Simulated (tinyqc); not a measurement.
The integration grid: Kohn-Sham R2SCAN on finer and finer grids in the sto-3g basis, for H4+, spin multiplicity 2. Computed by the program tinyqc with PySCF. Self-consistent on each grid; the net force on the molecule should vanish.

Geometry (angstrom):

| atom | x | y | z |
|---|---|---|---|
| H | 0.0000 | 0.0000 | 0.0000 |
| H | 0.0000 | 0.0000 | 0.7390 |
| H | 0.0000 | 0.0000 | 1.6470 |
| H | 0.0000 | 0.0000 | 2.3860 |

Kohn-Sham energy on Becke grids (radial x angular points per atom):

| grid | points | residual of the electron count | E (hartree) | E - finest (mhartree) | largest net force without grid terms (hartree/bohr) |
|---|---|---|---|---|---|
| 10 x 14 | 539 | 5.19e-03 | -1.788010 | -6.488808 | 1.25e-16 |
| 15 x 26 | 1530 | -1.71e-02 | -1.779838 | 1.683782 | 4.16e-17 |
| 20 x 50 | 3959 | 8.03e-05 | -1.781546 | -0.024038 | 1.80e-16 |
| 30 x 86 | 10258 | -3.37e-05 | -1.781523 | -0.001396 | 1.94e-16 |
| 50 x 194 | 38697 | 6.71e-08 | -1.781522 | -0.000110 | 3.19e-16 |
| 75 x 302 | 90448 | -2.95e-09 | -1.781522 | -0.000282 | 2.22e-16 |
| 120 x 590 | 282489 | 1.02e-12 | -1.781522 | 0.000000 | 1.48e-16 |

What does the comparison show, and why?

The energy is within 0.1 mhartree of the finest grid first at 20 x 50. The error has both signs, since quadrature is not variational. The net force vanishes by symmetry here, so only the electron count signals a poor grid.
